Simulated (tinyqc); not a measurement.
Avalanche multiplication and breakdown of a junction from ionisation integrals. Changing the hole prefactor a_p. Computed by tinyqc, a small Python program. Command: `OMP_NUM_THREADS=1 python tinyqc.py 3001543 3001544 out.jsonl impact sweep`. One thread of a shared host (Intel(R) Xeon(R) Processor @ 2.30GHz), about 0.02 s of CPU time with the checks.

Ionisation coefficients follow the local field. Position x runs through the depletion layer from the p side (x = 0), where electrons enter, to the n side (x = w), where holes enter. The built-in voltage is neglected.

Inputs (values chosen for the exercise, modelled on 4H-SiC):
```
quantity                                        value        unit
electron prefactor a_n                       1.69e+08        1/cm
electron field b_n                           3.36e+07        V/cm
hole field b_p                               2.55e+07        V/cm
exponent c                                          1           -
permittivity eps                                  9.7           -
doping N of the lightly doped side            9.8e+15      1/cm^3
layer width W                                     7.9  micrometre
bias as a fraction of the breakdown voltage      0.81           -
```

Junction: punch-through p+ n- n+.

Constants: e = 1.602176634e-19 C; eps_0 = 8.8541878128e-12 F/m.

Method:
- alpha_n = a_n exp(-(b_n/F)^c), alpha_p = a_p exp(-(b_p/F)^c).
- Field F = F_m - e N x/(eps eps_0) over the layer, w = W, V = F_m W - e N W^2/(2 eps eps_0); valid while F > 0 at x = W.
- With Phi(x) = int_0^x (alpha_n - alpha_p) dx': 1 - 1/M_n = I_n = int_0^w alpha_n exp(-Phi) dx and M_p = M_n exp(-Phi(w)); trapezoid rule on 401 even points; breakdown at I_n = 1.
- Solve I_n(F_m) = 1.
- Bias V = fraction times the breakdown voltage.
- M_n = 1/(1 - I_n), M_p = M_n exp(-Phi(w)); McIntyre excess noise for the carrier with the larger M, F_x = k M + (1 - k)(2 - 1/M), with k = (smaller M - 1)/(larger M - 1).

One run for each value:
```
hole prefactor a_p (1/cm)  breakdown voltage (V)  effective k  excess noise factor     M_n
3.60e+06                                  2191.4   4.0871e-01               1.2631  1.3054
9.70e+06                                  2082.1   8.0616e-01               1.2150  1.1797
2.60e+07                                  1958.1   2.6019e-01               1.2977  1.0969
7.00e+07                                  1822.2   8.1297e-02               1.3854  1.0473
1.90e+08                                  1680.3   2.4535e-02               1.4695  1.0209
1.30e+09                                  1415.9   2.3151e-03               1.6018  1.0035
3.60e+09                                  1288.1   6.5046e-04               1.6552  1.0012
```

Give the missing row, hole prefactor a_p (1/cm) = 5.00e+08.

Computed row:
```
hole prefactor a_p (1/cm)  breakdown voltage (V)  effective k  excess noise factor     M_n
5.00e+08                                  1544.3   7.5353e-03               1.5416  1.0087
```

Interpolating between the two neighbouring rows (the first column on a logarithmic scale, the others too where they are positive) misses most in effective k, by 0.72 %. Over the rows, breakdown voltage (V) falls from 2190 to 1290 (exponent d ln y / d ln x -0.052 between the first rows and -0.093 between the last); effective k goes from 0.409 through a maximum among these rows, 0.806 at 9.70e6, to 6.50e-4; excess noise factor goes from 1.26 through a minimum among these rows, 1.21 at 9.70e6, to 1.66. Breakdown needs feedback from both carriers; weakening one raises V_B much less than in proportion but changes the noise.

Extremes, crossings and ranges named in words are read from the listed rows.
